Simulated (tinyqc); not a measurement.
# Resistance of a source-drain extension with a graded tip, step by step

tinyqc, about 0.03 s, one thread, Intel Xeon 2.30GHz (shared host): `OMP_NUM_THREADS=1 python tinyqc.py 2282257 2282258 out.jsonl` Printed values are rounded.

y runs along the channel, the gate covers y > 0. The doping is N0 for y < y0 and N0 10^(-(y - y0)/la) beyond, uniform over the depth xj. Sheet conductance s(y) = q mu(N) max(N - Nch, 0) xj + (for y > 0) ma Cox Vo, with mu(N) = u0 + (u1 - u0)/(1 + (N/Nr)^au) and Cox = eps0 eox/tox. Current is taken as one-dimensional; depletion of the tip, spreading and the contact are left out. The metallurgical junction lies at yj, where N = Nch.

Values chosen for this exercise; mobility law close to that of electrons in silicon:
```
symbol   value        unit                                                                 meaning
eox       25.7              relative permittivity of the gate insulator (close to zirconium oxide)
tox        5.4          nm                                                     insulator thickness
N0      5.7e19       cm^-3                        active doping of the extension far from the gate
la         2.1   nm/decade                                                      lateral abruptness
y0         0.6          nm          position under the gate where the fall begins (gate edge at 0)
xj           7          nm                                                  depth of the extension
Nch     2.1e18       cm^-3                                                          channel doping
Vo        0.68           V                                                          gate overdrive
ma         130  cm^2/(V s)                                      mobility of the gate-induced layer
u1        1414  cm^2/(V s)                                                  mobility at low doping
u0        68.5  cm^2/(V s)                                                 mobility at high doping
Nr      9.2e16       cm^-3                                                        reference doping
au       0.711                                                                            exponent
Lg          60          nm                                                             gate length
```

Constants: q = 1.602176634e-19 C, eps0 = 8.8541878128e-14 F/cm where lengths are in cm. Results are converted to the units shown.

## Sheet resistances and junction position

yj = y0 + la log10(N0/Nch); sheet resistance of the full extension 1/[q mu(N0)(N0 - Nch) xj] and of the gate-induced layer 1/(ma Cox Vo); metallurgical length Lg - 2 yj; ye is where the doped and the gate-induced conductances are equal.

yj = 3.61068 nm
sheet resistance of the extension = 1973.91 ohm/square
sheet resistance of the induced layer = 2684.48 ohm/square
metallurgical length = 52.7786 nm
ye = 0.906156 nm
N at ye = 4.07461e19 cm^-3

The gate takes over 2.70 nm before the junction, where N is still 19.4 times the channel doping.

## Resistance of the overlapped part

Midpoint rule on 9 equal steps from 0 to yj: R_ov = sum h/s(y), per width.

```
point    y (nm)   N (cm^-3)  doped conductance (uS)  sheet resistance (ohm/square)
0      0.200593      5.7e19                 506.610                        1137.50
1      0.601779  5.68889e19                 505.701                        1138.68
2       1.00297  3.66426e19                 338.182                        1407.07
3       1.40415  2.36018e19                 226.835                        1668.48
4       1.80534  1.52021e19                 151.660                        1907.77
5       2.20652  9.79181e18                 99.6451                        2117.94
6       2.60771  6.30699e18                 62.2606                        2300.05
7       3.00890  4.06238e18                 33.8452                        2460.89
8       3.41008  2.61662e18                 10.5708                        2610.40
```

R_ov = 6.7194 ohm um

The exact integral is 6.7305 ohm um; the coarse sum is 0.17 % below it.
